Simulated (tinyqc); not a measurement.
Inside a calculation. Method: Jacobi rotations on a symmetric matrix. One step of it, computed by the program tinyqc.

Question. Jacobi rotation 3. Take the largest off-diagonal element A_pq; tan 2 theta = 2 A_pq / (A_qq - A_pp) with |theta| <= pi/4; A' = J^T A J with J_pp = J_qq = cos, J_pq = sin, J_qp = -sin.

A':
```
           1          2          3          4          5
1   3.115119   0.225395  -0.024606   0.000000   0.479654
2   0.225395   2.655000   0.330000   0.043721  -0.954381
3  -0.024606   0.330000   2.812000  -0.251286   0.175120
4   0.000000   0.043721  -0.251286   1.098292   0.400758
5   0.479654  -0.954381   0.175120   0.400758   4.269589
```

Give: p, q, theta; A'.

Answer.

p, q, theta (rad): 2.0000  5.0000  -0.4343

A':
```
         1       2        3        4       5
1   3.1151  0.4063  -0.0246   0.0000  0.3403
2   0.4063  2.2123   0.3731   0.2083  0.0000
3  -0.0246  0.3731   2.8120  -0.2513  0.0200
4   0.0000  0.2083  -0.2513   1.0983  0.3451
5   0.3403  0.0000   0.0200   0.3451  4.7123
```
